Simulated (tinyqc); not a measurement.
p-n diode with diffusion and depletion-layer recombination: one step of the calculation.

Abrupt junction in the depletion approximation, low injection, full ionisation, neutral widths fixed, ohmic contact on the p side. Vj is the junction voltage; where a series resistance Rs is given, V = Vj + J Rs is the terminal voltage.

Task. New Vj. Diffusion current alone: J = J0 (exp(Vj/Vt) - 1), g = Vj + J Rs - V, g' = 1 + Rs J0 exp(Vj/Vt)/Vt, Vj(new) = Vj - g/g'.

Values chosen for this exercise; band and dielectric values close to those of silicon: temperature T = 300 K; series resistance Rs = 0.0011 ohm cm^2; terminal voltage V = 0.76 V.

Constants: q = 1.602176634e-19 C, kB = 1.380649e-23 J/K, Vt = kB T/q. Results are converted to the units shown.

Vj after iteration 2 = 0.72765361 V
J0 = J0n + J0p = 1.9875922e-11 A/cm^2

Find: J; g; g'; Vj after iteration 3.

Result.

J = 33.29 A/cm^2
g = 0.004277 V
g' = 2.417
Vj after iteration 3 = 0.7259 V

Numbers from tinyqc (`OMP_NUM_THREADS=1 python tinyqc.py 2260132 2260133 out.jsonl`; about 0.01 s on one thread of a shared Intel Xeon 2.30GHz).
